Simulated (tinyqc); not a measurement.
Position of the support ring: thermal and gravitational stress in a wafer during furnace and rapid thermal processing, and the onset of slip. Computed by tinyqc, a small Python program. Command: `OMP_NUM_THREADS=1 python tinyqc.py 3010968 3010969 out.jsonl slip walk`. One thread of a shared host (Intel(R) Xeon(R) Processor @ 2.30GHz), about 0.01 s of CPU time with the checks.

A thin free disc in plane stress, isotropic; T(r) = T_centre + dT (r/R)^n with n = 2. Stress is positive in tension; sigma_SB = 5.670374419e-8 W/(m^2 K^4), g = 9.80665 m/s^2.

Inputs (values chosen for the exercise, modelled on silicon):
```
quantity,value,unit
wafer radius R,150,mm
thickness t,775,micrometre
Poisson ratio nu,0.24,-
density rho,2330,kg/m^3
```

Method. Own weight q = rho g t on a ring of radius b R, x = r/R: moments of an edge-supported plate, M_r = q R^2 (3 + nu)(1 - x^2)/16 and M_t = q R^2 [(3 + nu) - (1 + 3 nu) x^2]/16, less the uniform moment inside the ring load, q R^2 [(1 - nu)(1 - b^2) - 2 (1 + nu) ln b]/8; stress at the lower face = 6 M/t^2.

Stress at the lower face (MPa):
```
b,centre,radial at ring,hoop at ring,largest in size
0.40,-0.64221,-0.77117,-0.71067,0.77117
0.50,-0.33285,-0.53435,-0.43982,0.53435
0.60,-0.06629,-0.35645,-0.22033,0.35645
0.65,0.05610,-0.28443,-0.12468,0.28443
0.70,0.17306,-0.22188,-0.03660,0.22188
0.75,0.28561,-0.16777,0.04493,0.28561
0.80,0.39454,-0.12130,0.12070,0.39454
0.90,0.60415,-0.04871,0.25757,0.60415
1.00,0.80600,0.00000,0.37812,0.80600
```

What follows from these numbers?

Among these rows the largest stress is least, 0.222 MPa, for a ring at 0.7 R, 3.6 times below edge support: the overhang balances the sag of the centre. All values scale as R^2/t.

Extremes, crossings and ranges named in words are read from the listed rows.
